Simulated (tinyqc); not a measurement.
From results back to parameters: Lorentz oscillators and the Kramers-Kronig relations. Three cases, with inputs chosen for the exercise.

Problem. Below the gap a single undamped oscillator gives n^2 - 1 = Eo Ed/(Eo^2 - E^2) (Wemple-DiDomenico). Two refractive indices were computed from hidden Eo and Ed.

Case 1.

Values chosen (out of a larger set: line positions loosely like those of SiO2; Lorentz tails absorb below the gap, where the real solid is clear; not measured data): Ea = 1.04 eV; Eb = 2.35 eV.

n(Ea) = 1.399876
n(Eb) = 1.410315

Case 2.

Values chosen: Ea = 0.93 eV; Eb = 2.45 eV.
n(Ea) = 1.605710
n(Eb) = 1.707563

Case 3.

Values chosen: Ea = 0.82 eV; Eb = 2.33 eV.
n(Ea) = 1.486701
n(Eb) = 1.547330

Find: Eo; Ed; n at E = 0.
Solution. 1/(n^2 - 1) = Eo/Ed - E^2/(Eo Ed) is a straight line in E^2: slope -1/(Eo Ed), intercept Eo/Ed.

Case 1.

Eo = 12.28 eV
Ed = 11.7 eV
n at E = 0 = 1.397

Case 2.

Eo = 5.48 eV
Ed = 8.4 eV
n at E = 0 = 1.591

Case 3.

Eo = 6.06 eV
Ed = 7.2 eV
n at E = 0 = 1.479

Computed by tinyqc, one run a case: `OMP_NUM_THREADS=1 python tinyqc.py N N+1 out.jsonl` with N = 1651944, 1651957, 1652109; one thread of a shared Intel(R) Xeon(R) Processor @ 2.30GHz, about 0.2 s a run at most.
